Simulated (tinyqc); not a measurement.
Inside a calculation: ionisation potential and affinity of a slab from the planar-averaged potential. Values are carried at full precision from step to step, so a last printed digit may differ when a step is redone from the rounded ones.

A model of the planar-averaged electrostatic energy of an electron in a periodic cell of N1 periods of A (L1 = N1 n1 h) and N2 periods of vacuum (L2 = N2 n2 h), on z_j = j h: V(z) = f VA + (1 - f) VB + F t(z), VA = V1[0] + V1[1] cos(2 pi z/(n1 h)) + V1[2] cos(4 pi z/(n1 h)), VB the same with V2, n2 and z - L1. f = [tanh(z/w) - tanh((z - L1)/w) + tanh((z - L1 - L2)/w)]/2 + 1/2; t(z) = z - L1/2 in A and (L1/L2)(L1 + L2/2 - z) beyond, so that the cell is periodic.

Constants: e^2/(4 pi eps0) = 14.39964547 eV angstrom.

Values chosen for the exercise (gap near that of Si; the results hold for these values, not for the real material): h = 0.3 angstrom (grid step); n1 = 6 (grid points per period of A); n2 = 7 (grid points per period of the vacuum filter); N1 = 4 (periods of A); N2 = 4 (periods of vacuum); V1 = (-6.37, 3.73, -0.44) eV (mean and two harmonics of the potential in A); V2 = (0, 0, 0) eV (the same in vacuum); w = 0.35 angstrom (width of the interfaces); F = 0.015 eV/angstrom (slope in A from opposite charges on the two interfaces); Ev1 = 1.14 eV (valence top of bulk A above its mean potential); Eg1 = (0.58, 1.19) eV (gap of A: semi-local value, corrected value); fv1 = 0.62 (share of the correction that lowers the valence top of A); eps = 1.3 (dielectric constant at the interface).

## The planar average

Evaluate V on the grid, j = 0, 1, ...

V(z_j) (eV): -1.594  -3.681  -7.808  -10.519  -8.043  -4.316  -3.107  -4.307  -8.033  -10.553  -8.024  -4.289  -3.080  -4.280  -8.006  -10.526  -7.997  -4.262  -3.053  -4.253  -7.971  -10.438  -7.718  -3.582  -1.486  -0.604  -0.206  -0.019  0.030  0.034  0.031  0.027  0.023  0.019  0.015  0.012  0.008  0.004  0.000  -0.004  -0.008  -0.012  -0.015  -0.019  -0.023  -0.027  -0.031  -0.036  -0.042  -0.067  -0.298  -1.659

## Running means

Running mean over n points, periodic: for odd n the plain mean of the n points centred on j; for even n the n + 1 points with half weight at both ends. The macroscopic average applies the mean over n1 points and then over n2 points.

Apply the first mean, then the second.

after the mean over n1 points (eV): -3.389  -4.905  -5.772  -6.119  -6.298  -6.369  -6.390  -6.392  -6.388  -6.383  -6.379  -6.374  -6.370  -6.365  -6.361  -6.356  -6.352  -6.347  -6.336  -6.306  -6.226  -6.038  -5.604  -4.653  -3.137  -1.623  -0.676  -0.249  -0.070  0.002  0.024  0.026  0.023  0.019  0.015  0.012  0.008  0.004  0.000  -0.004  -0.008  -0.012  -0.015  -0.019  -0.023  -0.027  -0.034  -0.061  -0.219  -0.486  -0.920  -1.871

macroscopic average (eV): -3.352  -4.182  -4.960  -5.606  -6.035  -6.247  -6.334  -6.371  -6.382  -6.382  -6.379  -6.374  -6.370  -6.365  -6.361  -6.355  -6.346  -6.326  -6.280  -6.173  -5.930  -5.471  -4.798  -3.994  -3.140  -2.287  -1.487  -0.818  -0.367  -0.131  -0.032  0.006  0.017  0.018  0.015  0.012  0.008  0.004  0.000  -0.004  -0.008  -0.012  -0.016  -0.020  -0.027  -0.057  -0.124  -0.253  -0.517  -0.997  -1.693  -2.509

Around the middle of vacuum the first mean varies by 15 meV over five points and the second by 15 meV; the tilt of the potential alone amounts to 15 meV over these points.

## The potential line-up

Read the macroscopic average in the middle of each region, j = 12 and j = 38, and its slope in A by a central difference over two points each way.

plateau in A = -6.370 eV
plateau in vacuum = 0.000 eV
dV = vacuum - A = 6.370 eV
slope in A = 0.015 eV/angstrom

The average is tilted: the interfaces carry opposite charges, and the potential changes by +0.11 eV across A and by as much the other way across vacuum. Reading both regions at their mid-points (to within half a grid step), or extrapolating both lines to one interface, removes the tilt from dV.

## Ionisation potential and affinity

IP = dV - Ev1, EA = IP - gap. The correction opens the gap by c = Eg1[1] - Eg1[0], lowers the valence top by fv1 c and raises the conduction edge by (1 - fv1) c; dV is kept.

IP, EA with the semi-local gap (eV): 5.230  4.650

c = 0.61 eV

IP, EA corrected (eV): 5.608  4.418

The correction raises IP by 0.38 eV and lowers EA by 0.23 eV.

## The dipole behind the step

A step dV of the mean electron energy from A to vacuum across an interface equals 4 pi (e^2/4 pi eps0) times a dipole per area p (in e angstrom per angstrom^2). For a change of 0.1 eV in dV, give the charge per area moved over 2 angstrom in a medium of dielectric constant eps: sigma = 0.1 eps/(4 pi (e^2/4 pi eps0) 2). 1 angstrom^-2 = 1e16 cm^-2.

|p| = 0.03520 e/angstrom
sigma = 3.59e+12 e/cm^2

With about 7e14 atoms per cm^2 in a plane (as on a silicon (100) face), 0.5 % of an electron per atom shifts the line-up by 0.1 eV.

## Checks

- Line-up in a cell of 14 + 14 periods without slope against V2[0] - V1[0] (eV): both 6.3700.

tinyqc: `OMP_NUM_THREADS=1 python tinyqc.py 1850661 1850662 out.jsonl`; about 0.01 s, one thread, shared Intel(R) Xeon(R) Processor @ 2.30GHz.
